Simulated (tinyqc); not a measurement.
Ionisation potential and affinity of a slab from the planar-averaged potential: one step. Running means. Five cases, with inputs chosen for the exercise.

Problem. Apply the first mean, then the second.

Running mean over n points, periodic: for odd n the plain mean of the n points centred on j; for even n the n + 1 points with half weight at both ends. The macroscopic average applies the mean over n1 points and then over n2 points.

Case 1.

Values chosen (out of a larger set: gap near that of Si; not measured data): n1 = 5 (grid points per period of A); n2 = 6 (grid points per period of the vacuum filter).

V(z_j) (eV): -1.46000  -6.45612  -11.80548  -12.09848  -7.57113  -2.91954  -7.57782  -12.16191  -12.16196  -7.57803  -2.92000  -7.57803  -12.16197  -12.16197  -7.57803  -2.92000  -7.57803  -12.16196  -12.16191  -7.57782  -2.91954  -7.57113  -12.09848  -11.80548  -6.45612  -1.46000  -1.12191  -0.35649  -0.06349  -0.00690  -0.00046  -0.00021  -0.00006  -0.00001  0.00000  0.00000  0.00000  0.00000  0.00000  0.00000  0.00000  0.00000  0.00000  0.00000  0.00000  0.00000  0.00000  -0.00001  -0.00006  -0.00021  -0.00046  -0.00690  -0.06349  -0.35649  -1.12191

Case 2.

Values chosen (out of a larger set: gap near that of Si; not measured data): n1 = 6 (grid points per period of A); n2 = 7 (grid points per period of the vacuum filter).

V(z_j) (eV): -0.76940  -1.98773  -5.98940  -9.20581  -6.32856  -2.50389  -1.65188  -2.51838  -6.37473  -9.37108  -6.38740  -2.54370  -1.69000  -2.55630  -6.41260  -9.40888  -6.42513  -2.58138  -1.72748  -2.59209  -6.42936  -9.31921  -6.11540  -2.12633  -0.92060  -0.56317  -0.41240  -0.18689  -0.07504  -0.05061  -0.04352  -0.03792  -0.03247  -0.02702  -0.02160  -0.01620  -0.01080  -0.00540  0.00000  0.00540  0.01080  0.01620  0.02160  0.02699  0.03233  0.03737  0.04199  0.04659  0.04844  0.02478  -0.28280  -1.74509

Case 3.

Values chosen (out of a larger set: gap near that of Si; not measured data): n1 = 5 (grid points per period of A); n2 = 5 (grid points per period of the vacuum filter).

V(z_j) (eV): -2.13500  -5.10955  -7.80174  -7.99038  -5.97936  -4.26937  -5.98435  -8.03047  -8.03050  -5.98450  -4.27000  -5.98450  -8.03050  -8.03050  -5.98450  -4.27000  -5.98450  -8.03050  -8.03047  -5.98435  -4.26937  -5.97936  -7.99038  -7.80174  -5.10955  -2.13500  -0.87495  -0.22876  -0.04012  -0.00514  -0.00063  -0.00015  -0.00003  -0.00001  0.00000  0.00000  0.00000  -0.00001  -0.00003  -0.00015  -0.00063  -0.00514  -0.04012  -0.22876  -0.87495

Case 4.

Values chosen (out of a larger set: gap near that of Si; not measured data): n1 = 5 (grid points per period of A); n2 = 5 (grid points per period of the vacuum filter).

V(z_j) (eV): -5.58750  -8.11209  -12.05505  -12.77505  -10.42984  -11.18195  -10.50460  -13.10454  -13.10809  -10.51661  -11.21545  -10.52037  -13.11601  -13.11781  -10.52577  -11.22445  -10.52921  -13.12429  -13.12434  -10.52800  -11.20895  -10.46044  -12.80925  -12.09285  -8.15349  -5.63250  -2.41099  -1.06187  -0.34187  -0.09324  -0.03805  -0.01848  -0.01238  -0.00883  -0.00647  -0.00455  -0.00272  -0.00091  0.00089  0.00268  0.00445  0.00613  0.00737  0.00742  0.00492  -0.01105  -0.06264  -0.30767  -1.02407  -2.36959

Case 5.

Values chosen (out of a larger set: gap near that of Si; not measured data): n1 = 5 (grid points per period of A); n2 = 6 (grid points per period of the vacuum filter).

V(z_j) (eV): -0.98500  -4.13279  -8.17340  -8.66324  -5.31306  -1.96558  -5.34995  -8.88475  -8.88598  -5.35341  -1.96999  -5.35350  -8.88649  -8.88649  -5.35350  -1.96999  -5.35341  -8.88598  -8.88475  -5.34995  -1.96558  -5.31306  -8.66324  -8.17340  -4.13279  -0.98500  -1.22072  -0.71310  -0.22325  -0.04044  -0.00442  -0.00355  -0.00174  -0.00051  -0.00009  -0.00001  -0.00001  -0.00001  -0.00001  -0.00003  -0.00003  -0.00031  -0.00174  -0.00590  -0.01201  -0.01488  -0.13449  -0.71310  -2.02632

Give: after the mean over n1 points; macroscopic average.

Solution.

Case 1.

after the mean over n1 points (eV): -4.240  -6.588  -7.878  -8.170  -8.394  -8.466  -8.478  -8.480  -8.480  -8.480  -8.480  -8.480  -8.480  -8.480  -8.480  -8.480  -8.480  -8.480  -8.480  -8.478  -8.466  -8.394  -8.170  -7.878  -6.588  -4.240  -1.892  -0.602  -0.310  -0.086  -0.014  -0.002  0.000  0.000  0.000  0.000  0.000  0.000  0.000  0.000  0.000  0.000  0.000  0.000  0.000  0.000  0.000  0.000  0.000  -0.002  -0.014  -0.086  -0.310  -0.602  -1.892

macroscopic average (eV): -4.240  -5.544  -6.742  -7.643  -8.154  -8.361  -8.437  -8.470  -8.479  -8.480  -8.480  -8.480  -8.480  -8.480  -8.480  -8.480  -8.480  -8.479  -8.470  -8.437  -8.361  -8.154  -7.643  -6.742  -5.544  -4.240  -2.936  -1.738  -0.837  -0.326  -0.119  -0.043  -0.010  -0.001  0.000  0.000  0.000  0.000  0.000  0.000  0.000  0.000  0.000  0.000  0.000  0.000  0.000  -0.001  -0.010  -0.043  -0.119  -0.326  -0.837  -1.738  -2.936

Around the middle of vacuum the first mean varies by 0 meV over five points and the second by 0 meV.

Case 2.

after the mean over n1 points (eV): -2.561  -3.834  -4.401  -4.538  -4.655  -4.732  -4.778  -4.796  -4.805  -4.811  -4.817  -4.824  -4.830  -4.836  -4.843  -4.849  -4.855  -4.859  -4.853  -4.820  -4.756  -4.651  -4.415  -3.744  -2.482  -1.217  -0.541  -0.295  -0.178  -0.103  -0.058  -0.040  -0.033  -0.027  -0.022  -0.016  -0.011  -0.005  0.000  0.005  0.011  0.016  0.022  0.027  0.032  0.037  0.039  0.012  -0.162  -0.379  -0.616  -1.288

macroscopic average (eV): -2.517  -3.128  -3.716  -4.214  -4.533  -4.672  -4.731  -4.771  -4.795  -4.809  -4.817  -4.824  -4.830  -4.836  -4.842  -4.846  -4.845  -4.834  -4.806  -4.744  -4.586  -4.246  -3.727  -3.115  -2.478  -1.839  -1.223  -0.696  -0.347  -0.178  -0.105  -0.066  -0.043  -0.029  -0.022  -0.016  -0.011  -0.005  0.000  0.005  0.011  0.016  0.021  0.026  0.026  0.001  -0.056  -0.148  -0.337  -0.708  -1.261  -1.892

Around the middle of vacuum the first mean varies by 22 meV over five points and the second by 22 meV; the tilt of the potential alone amounts to 22 meV over these points.

Case 3.

after the mean over n1 points (eV): -3.230  -4.782  -5.803  -6.230  -6.405  -6.451  -6.459  -6.460  -6.460  -6.460  -6.460  -6.460  -6.460  -6.460  -6.460  -6.460  -6.460  -6.460  -6.460  -6.459  -6.451  -6.405  -6.230  -5.803  -4.782  -3.230  -1.678  -0.657  -0.230  -0.055  -0.009  -0.001  0.000  0.000  0.000  0.000  0.000  0.000  0.000  -0.001  -0.009  -0.055  -0.230  -0.657  -1.678

macroscopic average (eV): -3.230  -4.345  -5.290  -5.934  -6.270  -6.401  -6.447  -6.458  -6.460  -6.460  -6.460  -6.460  -6.460  -6.460  -6.460  -6.460  -6.460  -6.460  -6.458  -6.447  -6.401  -6.270  -5.934  -5.290  -4.345  -3.230  -2.115  -1.170  -0.526  -0.190  -0.059  -0.013  -0.002  0.000  0.000  0.000  0.000  0.000  -0.002  -0.013  -0.059  -0.190  -0.526  -1.170  -2.115

Around the middle of vacuum the first mean varies by 0 meV over five points and the second by 0 meV.

Case 4.

after the mean over n1 points (eV): -5.830  -8.180  -9.792  -10.911  -11.389  -11.599  -11.666  -11.683  -11.690  -11.693  -11.695  -11.697  -11.699  -11.701  -11.703  -11.704  -11.706  -11.706  -11.703  -11.689  -11.626  -11.420  -10.945  -9.830  -8.220  -5.870  -3.520  -1.908  -0.789  -0.311  -0.101  -0.034  -0.017  -0.010  -0.007  -0.005  -0.003  -0.001  0.001  0.003  0.004  0.006  0.006  0.003  -0.011  -0.074  -0.280  -0.755  -1.870  -3.480

macroscopic average (eV): -5.830  -7.638  -9.220  -10.374  -11.071  -11.450  -11.605  -11.666  -11.685  -11.692  -11.695  -11.697  -11.699  -11.701  -11.703  -11.704  -11.704  -11.702  -11.686  -11.629  -11.477  -11.102  -10.408  -9.257  -7.677  -5.870  -4.062  -2.480  -1.326  -0.629  -0.250  -0.095  -0.034  -0.015  -0.008  -0.005  -0.003  -0.001  0.001  0.003  0.004  0.004  0.002  -0.014  -0.071  -0.223  -0.598  -1.292  -2.443  -4.023

Around the middle of vacuum the first mean varies by 7 meV over five points and the second by 8 meV; the tilt of the potential alone amounts to 7 meV over these points.

Case 5.

after the mean over n1 points (eV): -3.206  -4.796  -5.453  -5.650  -5.893  -6.035  -6.080  -6.088  -6.089  -6.090  -6.090  -6.090  -6.090  -6.090  -6.090  -6.090  -6.090  -6.089  -6.088  -6.080  -6.035  -5.893  -5.650  -5.453  -4.635  -3.045  -1.455  -0.637  -0.440  -0.197  -0.055  -0.010  -0.002  -0.001  0.000  0.000  0.000  0.000  0.000  0.000  0.000  -0.002  -0.004  -0.007  -0.034  -0.176  -0.580  -0.775  -1.598

macroscopic average (eV): -3.157  -4.006  -4.803  -5.412  -5.759  -5.919  -6.009  -6.062  -6.083  -6.089  -6.090  -6.090  -6.090  -6.090  -6.090  -6.090  -6.089  -6.083  -6.062  -6.009  -5.919  -5.745  -5.371  -4.737  -3.917  -3.045  -2.173  -1.353  -0.719  -0.345  -0.171  -0.081  -0.028  -0.007  -0.001  0.000  0.000  0.000  0.000  -0.001  -0.002  -0.005  -0.022  -0.085  -0.198  -0.395  -0.795  -1.458  -2.295

Around the middle of vacuum the first mean varies by 0 meV over five points and the second by 1 meV.

Computed by tinyqc, one run a case: `OMP_NUM_THREADS=1 python tinyqc.py N N+1 out.jsonl` with N = 1850070, 1850164, 1850353, 1850630, 1850653; one thread of a shared Intel(R) Xeon(R) Processor @ 2.30GHz, about 0.01 s a run at most.
